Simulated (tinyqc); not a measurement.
# Ellipsometry and reflectance of a transparent film on an absorbing substrate: psi and Delta against the film thickness

Air (index 1), film, substrate with N2 = n2 - i k2; time factor exp(+i w t). q_j = sqrt(N_j^2 - sin^2 th), root with positive real part. Fresnel coefficients r_s = (q_a - q_b)/(q_a + q_b), r_p = (N_b^2 q_a - N_a^2 q_b)/(N_b^2 q_a + N_a^2 q_b). tan(Psi) exp(i Delta) = R_p/R_s, Delta taken from 0 to 360 degrees.

beta = 2 pi d q1/lam, X = exp(-2 i beta), R = (r01 + r12 X)/(1 + r01 r12 X) for p and s. The last column is the derivative of Delta.

Parameters, values chosen for the exercise; indices close to those of aluminium oxide on silicon:
- lam = 546.1 nm (wavelength)
- th = 65 degrees (angle of incidence)
- n1 = 1.669 (index of the transparent film)
- n2 = 4.086 (index of the substrate)
- k2 = 0.031 (extinction coefficient of the substrate)

Psi and Delta against the film thickness:
```
d (nm),Psi (degrees),Delta (degrees),|R_p|^2,|R_s|^2,dDelta/dd (degrees/nm)
0,19.00,179.4,0.07743,0.6532,-2.009
21,20.87,139.5,0.09101,0.6258,-1.712
42,25.70,109.0,0.1234,0.5328,-1.191
63,34.19,89.05,0.1582,0.3429,-0.7289
84,55.96,74.22,0.1809,0.08250,-1.093
106,64.53,292.4,0.1832,0.04155,-2.184
127,37.00,273.8,0.1642,0.2891,-0.6616
148,27.05,255.8,0.1309,0.5019,-1.086
169,21.66,227.6,0.09657,0.6125,-1.608
190,19.09,189.1,0.07808,0.6519,-1.993
```

Psi goes from 19.0 through a maximum of 64.5 (at d = 106 nm among the rows listed) to 19.1 degrees. The period is 194.8 nm, after which Psi and Delta return to the values of the bare substrate, so one angle and wavelength fix d only up to a multiple of it. The size of the slope of Delta runs from 0.662 to 2.18 degrees/nm among the rows; Delta is counted modulo 360 degrees, and sharper features can lie between the rows.

tinyqc, about 0.01 s, one thread, Intel Xeon 2.30GHz (shared host): `OMP_NUM_THREADS=1 python tinyqc.py 2870185 2870186 out.jsonl`
